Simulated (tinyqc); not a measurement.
## p-n diode with diffusion and depletion-layer recombination: effect of the neutral width of the n side

Abrupt junction in the depletion approximation, low injection, full ionisation, neutral widths fixed, ohmic contact on the p side. Vj is the junction voltage; where a series resistance Rs is given, V = Vj + J Rs is the terminal voltage.

ni = sqrt(Nc Nv) exp(-Eg/(2 Vt)), Eg in volts; D = mu Vt; Ln = sqrt(Dn tn), Lp = sqrt(Dp tp); J0n = q ni^2 Dn coth(wp/Ln)/(Ln Na); J0p = (q ni^2 Dp/(Lp Nd)) (s + tanh(wn/Lp))/(1 + s tanh(wn/Lp)), s = Sp Lp/Dp. J_diff = (J0n + J0p)(exp(Vj/Vt) - 1). Vbi = Vt ln(Na Nd/ni^2), W = sqrt(2 eps0 eps_r (Vbi - Vj)(1/Na + 1/Nd)/q), xp = W Nd/(Na + Nd), xn = W Na/(Na + Nd); u(x) = q Na (x + xp)^2/(2 eps0 eps_r) for x < 0 and Vbi - Vj - q Nd (xn - x)^2/(2 eps0 eps_r) for x > 0; p = Na exp(-u/Vt), n = Nd exp((u - Vbi + Vj)/Vt); U = ni^2 (exp(Vj/Vt) - 1)/(tp (n + ni exp(Et/Vt)) + tn (p + ni exp(-Et/Vt))); J_scr = q times the integral of U from -xp to xn. J = J_diff + J_scr.

Parameters, values chosen for the exercise; band and dielectric values close to those of silicon:
- T = 250 K (temperature)
- Eg = 1.13 eV (band gap)
- eps_r = 11.7 (relative permittivity)
- Nc = 2.1e19 cm^-3 (conduction-band density of states at T)
- Nv = 1.98e19 cm^-3 (valence-band density of states at T)
- Na = 2.5e16 cm^-3 (acceptor density)
- Nd = 8.5e15 cm^-3 (donor density)
- mun = 810 cm^2/(V s) (electron mobility in the p side)
- mup = 400 cm^2/(V s) (hole mobility in the n side)
- tn = 7e-6 s (electron lifetime)
- tp = 2e-9 s (hole lifetime)
- wp = 33 um (neutral width of the p side)
- Sp = 1e7 cm/s (recombination velocity at the n contact)
- Et = 0.2 eV (trap level above the intrinsic level)
- Vj = 0.5 V (junction voltage at which recombination is evaluated)

Constants: q = 1.602176634e-19 C, kB = 1.380649e-23 J/K, Vt = kB T/q, eps0 = 8.8541878128e-14 F/cm where lengths are in cm. Results are converted to the units shown.

The same in every row: J0n (A/cm^2) = 2.409e-16; J_scr (A/cm^2) = 3.633e-5.

Effect of the neutral width of the n side:
```
wn (um)  J0p (A/cm^2)  J_diff (A/cm^2)  J_scr/J (%)   wn/Lp
0.2         5.420e-14         6.539e-4        5.264  0.1523
0.6         1.973e-14         2.398e-4        13.16  0.4570
2           9.382e-15         1.156e-4        23.92   1.523
6           8.544e-15         1.055e-4        25.62   4.570
20          8.542e-15         1.055e-4        25.62   15.23
50          8.542e-15         1.055e-4        25.62   38.09
200         8.542e-15         1.055e-4        25.62   152.3
500         8.542e-15         1.055e-4        25.62   380.9
```

What does the comparison show?

As wn goes from 0.2 to 500, J0p falls from 5.42e-14 to 8.54e-15 A/cm^2, J_scr stays at 3.63e-5 A/cm^2 and its share rises from 5.26 to 25.6 %. J0p goes as wn^(-0.92) between the first two rows and wn^(0.00) between the last two; Lp = 1.31 um divides the short base from the long one.

tinyqc, about 0.01 s, one thread, Intel Xeon 2.30GHz (shared host): `OMP_NUM_THREADS=1 python tinyqc.py 2260143 2260144 out.jsonl`
